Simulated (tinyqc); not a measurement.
Starting guesses with plain Roothaan steps: SCF starting guesses in the sto-3g basis, for H4, spin multiplicity 1. Computed by the program tinyqc with PySCF. RHF with one setting changed at a time; a run stops when the energy changes by less than 1e-09 hartree and the error matrix is below 1e-5. Starts: the lowest orbitals of the core Hamiltonian, of the Wolfsberg-Helmholz matrix (K = 1.75), projected atomic densities, random orbitals, and the highest orbitals of the core Hamiltonian (a deliberately bad start).

Geometry (angstrom):
```
atom       x       y       z
H     0.0000  0.0000  0.0000
H     0.0000  0.0000  0.7630
H     0.0000  0.0000  2.8900
H     0.0000  0.0000  3.6530
```

lowest restricted solution found by these runs and by PySCF = -2.229100 hartree

Largest element of the error matrix X^T (FDS - SDF) X:
```
iteration     core  Wolfsberg-Helmholz  atomic densities   random  highest core orbitals
1          2.0e-01             5.9e-02           2.4e-02  4.8e-01                7.9e-02
2          1.1e-02             3.6e-03           1.7e-02  1.1e-01                1.0e-01
3          6.3e-04             6.1e-04           2.7e-03  1.9e-02                1.7e-02
4          3.5e-05             1.0e-04           4.5e-04  3.1e-03                2.8e-03
5          5.4e-06             1.7e-05           7.5e-05  5.1e-04                4.7e-04
6          9.1e-07             2.8e-06           1.2e-05  8.5e-05                7.7e-05
8                -                   -                 -  2.4e-06                2.1e-06
```

How each run ends:
```
run                    iterations  E (hartree)         state
core                            6     -2.22910  lowest found
Wolfsberg-Helmholz              6     -2.22910  lowest found
atomic densities                7     -2.22910  lowest found
random                          8     -2.22910  lowest found
highest core orbitals           8     -2.22910  lowest found
```

What does the comparison show, and why?

5 of 5 runs reach the lowest restricted solution found, in 6 to 8 iterations (fastest: core, Wolfsberg-Helmholz). The first errors are 2e-01, 6e-02, 2e-02, 5e-01, 8e-02.
